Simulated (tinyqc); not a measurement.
Self-heating of a transistor with one or more fingers, with temperature-dependent conductivity: one step, computed by the program tinyqc. Command: `OMP_NUM_THREADS=1 python tinyqc.py 3014524 3014525 out.jsonl selfheat walk`. One thread of a shared host (Intel(R) Xeon(R) Processor @ 2.30GHz), about 0.07 s of CPU time with the checks.

N long parallel fingers lie on the top face of a slab whose bottom is held at T_0; the top is otherwise insulated, and heat flows in two dimensions. P in W/mm is 1000 P in W/m.

Question. Extra rise from ballistic phonons. Near a source smaller than the free path, Fourier's law overstates the flow. Rough estimate: a strip that emits phonons into a half space adds a resistance times area of 4 Lambda/(3 kappa_0), from the ballistic flux C v Delta T/4 with kappa_0 = C v Lambda/3, so Delta T_b = 4 Lambda P/(3 kappa_0 w); Knudsen number Lambda/w.

Inputs (values chosen for the exercise, modelled on gallium arsenide): conductivity at the base temperature kappa_0 = 45.2 W/(m K); power per gate width P = 0.32 W/mm; width of the heat source w = 0.42 micrometre; phonon free path Lambda = 52 nm.

Power: power rises with temperature.

largest theta = 39.22199 K

Give: Knudsen number; ballistic rise Delta T_b; Delta T_b / largest theta.

Answer.

Knudsen number = 0.1238

ballistic rise Delta T_b = 1.169 K

Delta T_b / largest theta = 0.02980

By this estimate the ballistic term is at most a fifth of the Fourier rise.
